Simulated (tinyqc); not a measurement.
Inside a calculation. Model: input admittance of a MOSFET at zero drain bias: distributed channel and distributed gate.

Numbers from tinyqc (`OMP_NUM_THREADS=1 python tinyqc.py 2262116 2262117 out.jsonl`; about 0.01 s on one thread of a shared Intel Xeon 2.30GHz). Printed values are rounded.

Source and drain grounded, strong inversion, w = 2 pi f, Cox = eps0 eox/tox. The channel is an RC line of resistance 1/(mu Cox Vo) per square fed from both ends, so one finger has the intrinsic admittance y = i w Cox L tanh(g)/g per width, g = (1/2) sqrt(i w tau), tau = L^2/(mu Vo). The vertical resistance rv/L is in series with y, the overlaps 2 i w Cov in parallel: y_t = 1/(1/y + rv/L) + 2 i w Cov. The gate strip is a line of Rsh/L per length loaded by y_t, so a finger has Y = y_t Wf tanh(k)/k, k = (Wf/sd) sqrt(y_t Rsh/L); the device has Nf Y.

Parameters, values chosen for the exercise; values of the order met in silicon radio-frequency transistors: relative permittivity of the gate insulator (close to hafnium oxide) eox = 22.1; insulator thickness tox = 13 nm; channel length L = 0.13 um; finger width Wf = 5.9 um; number of fingers Nf = 1; channel mobility mu = 340 cm^2/(V s); gate overdrive Vo = 0.59 V; sheet resistance of the gate Rsh = 30 ohm/square; vertical resistivity of the gate stack rv = 6.4 ohm um^2; number of ends at which a finger is contacted sd = 1; overlap and fringe capacitance on each side Cov = 0.31 fF/um; frequency f = 13 GHz.

Constants: eps0 = 8.8541878128e-14 F/cm where lengths are in cm. Results are converted to the units shown.

## Low-frequency resistances and capacitance

Low-frequency limits, with c = Cox L and ct = c + 2 Cov: R_strip = Rsh Wf/(3 sd^2 L Nf), R_ch = (c/ct)^2 L/(12 mu Cox Vo Wf Nf), R_vert = (c/ct)^2 rv/(L Wf Nf), C = ct Wf Nf.

parts (ohm): strip 453.8462, channel 3.506795, vertical 4.811865
sum = 462.1648 ohm
C = 15.20298 fF
1/(2 pi R C) = 22.65138 GHz

The strip term is the largest, 98.2 % of the sum.

## Admittance of the channel and stack per width

tau, g, c = Cox L, y and y_t as defined.

tau = 0.8424726 ps
g = 0.09274585+0.09274585i
c = 1.956776 fF/um
y = 0.9165+159.8259i uS/um
y_t = 2.1738+210.4440i uS/um

w tau = 0.0688, and Im y is 1.00 of w c.

## Input impedance of the device

k and Y as defined; Z = 1/(Nf Y) = R + 1/(i w C); Q = |Im Z|/R; signal at the point farthest from a contact |1/cosh k|.

k = 0.9241389+0.9146423i
Nf Y = 0.4843019+0.9126676i mS
R = 453.6741 ohm
C = 14.31978 fF
Q = 1.884501
signal at the far point = 0.8168270

R is 1.8 % below its low-frequency limit and C is 5.8 % below its own.
